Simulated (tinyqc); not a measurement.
Electrons shared among three sets of ellipsoidal valleys: one step. Drift and Hall mobility of the mixture. Three cases, with inputs chosen for the exercise.

Problem. With f_i the shares, mu_drift = sum f_i mu_i; low-field Hall mobility mu_H = sum f_i mu_i^2/mu_drift (scattering and anisotropy factors set to 1); the Hall density is n mu_drift/mu_H; rho = 1/(e n mu_drift), e = 1.602176634e-19 C.

Case 1.

Values chosen (out of a larger set: masses and offsets near those of AlAs; mobilities are free inputs, held fixed; not measured data): mu = (320, 450, 1700) cm^2/(V s) (mobility of each set); n = 2.6e+19 1/cm^3 (total electron density).

shares: X 0.989520, L 0.010480, Gamma 0.000000

Case 2.

Values chosen (out of a larger set: masses and offsets near those of Si; mobilities are free inputs, held fixed; not measured data): mu = (1500, 1000, 440) cm^2/(V s) (mobility of each set, for current in the plane normal to the Delta2 axis); n = 4.4e+17 1/cm^3 (total electron density).

shares: Delta2 0.929036, Delta4 0.070964, L 0.000000

Case 3.

Values chosen (out of a larger set: masses and offsets near those of Ge; mobilities are free inputs, held fixed; not measured data): mu = (3500, 22000, 1200) cm^2/(V s) (mobility of each set); n = 6.7e+19 1/cm^3 (total electron density).

shares: L 0.959454, Gamma 0.002282, Delta 0.038264

Give: mu_drift; mu_H; Hall density; rho.

Solution.

Case 1.

mu_drift = 321 cm^2/(V s)
mu_H = 322 cm^2/(V s)
Hall density = 2.60e+19 1/cm^3
rho = 0.000747 ohm cm

A Hall measurement would read 99.8 % of the true density. The mobilities are of the size met in pure crystals; at this density impurities would cut them and raise rho, by a factor of two to ten or more depending on crystal and density.

Case 2.

mu_drift = 1465 cm^2/(V s)
mu_H = 1476 cm^2/(V s)
Hall density = 4.37e+17 1/cm^3
rho = 0.00969 ohm cm

A Hall measurement would read 99.2 % of the true density. The mobilities are of the size met in pure crystals; at this density impurities would cut them and raise rho, by a factor of two to ten or more depending on crystal and density.

Case 3.

mu_drift = 3454 cm^2/(V s)
mu_H = 3738 cm^2/(V s)
Hall density = 6.19e+19 1/cm^3
rho = 2.70e-05 ohm cm

A Hall measurement would read 92.4 % of the true density. The mobilities are of the size met in pure crystals; at this density impurities would cut them and raise rho, by a factor of two to ten or more depending on crystal and density.

Computed by tinyqc, one run a case: `OMP_NUM_THREADS=1 python tinyqc.py N N+1 out.jsonl` with N = 1681409, 1681634, 1682673; one thread of a shared Intel(R) Xeon(R) Processor @ 2.30GHz, about 0.01 s a run at most.
